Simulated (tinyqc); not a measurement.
Character of the line: straight dislocations in isotropic elasticity: fields, energies, partials, Peierls stress and walls. Computed by tinyqc, a small Python program. Command: `OMP_NUM_THREADS=1 python tinyqc.py 3001676 3001677 out.jsonl disloc walk`. One thread of a shared host (Intel(R) Xeon(R) Processor @ 2.30GHz), about 0.01 s of CPU time with the checks.

The line runs along z, the glide plane is y = 0, and beta is the angle between b and the line (0 screw, 90 degrees edge): b_e = b sin(beta) along +x with the extra half plane at y > 0, b_s = b cos(beta). Stress is positive in tension.

Inputs (values chosen for the exercise, for a model fcc or diamond crystal): shear modulus G = 47.4 GPa; Poisson ratio nu = 0.252; Burgers vector b = 4.064 angstrom; stacking-fault energy gamma = 40.5 mJ/m^2; dislocation density rho = 2.2e+11 1/m^2; core radius r0/b = 0.5.

Character: 60-degree.

Constants: 1 eV/angstrom^3 = 160.2176634 GPa.

Method:
- Energy factor K = G [cos^2(beta) + sin^2(beta)/(1 - nu)].
- E = K b^2/(4 pi) ln(R/r0) with R = 1/(2 sqrt(rho)); tension T = E + d^2E/d(beta)^2 = G b^2 [1 + nu - 3 nu sin^2(beta)]/(4 pi (1 - nu)) ln(R/r0). The core energy is taken into r0.
- Shockley partials have b_p = b/sqrt(3) at the angles beta -/+ 30 degrees; their repulsion balances the fault at d = G b_p^2/(8 pi gamma) (2 - nu)/(1 - nu) [1 - 2 nu cos(2 beta)/(2 - nu)].
- E = K b^2/(4 pi) ln(R/r0); T = G b^2 [1 + nu - 3 nu sin^2(beta)]/(4 pi (1 - nu)) ln(R/r0).

ln(R/r0) = 8.56524

From screw to edge:
```
beta (degrees)  K (GPa)  E (eV/nm)  T (eV/nm)  d (nm)
0                47.400     33.305     55.745  4.2637
15               48.470     34.056     53.490  4.4951
30               51.392     36.110     47.330  5.1274
45               55.384     38.915     38.915  5.9911
60               59.377     41.720     30.500  6.8549
75               62.299     43.773     24.339  7.4871
90               63.369     44.525     22.084  7.7186
```

What does the comparison show, and why?

The edge costs 1/(1 - nu) = 1.337 times the screw in energy, yet its tension is only (1 - 2 nu)/(1 + nu) = 0.396 of the screw value, so loops under stress are elongated along b. The edge splits 1.81 times as widely, (2 + nu)/(2 - 3 nu), since there the larger, edge parts of the partials repel with the factor 1/(1 - nu) and the small screw parts attract, while in the screw the roles are exchanged.
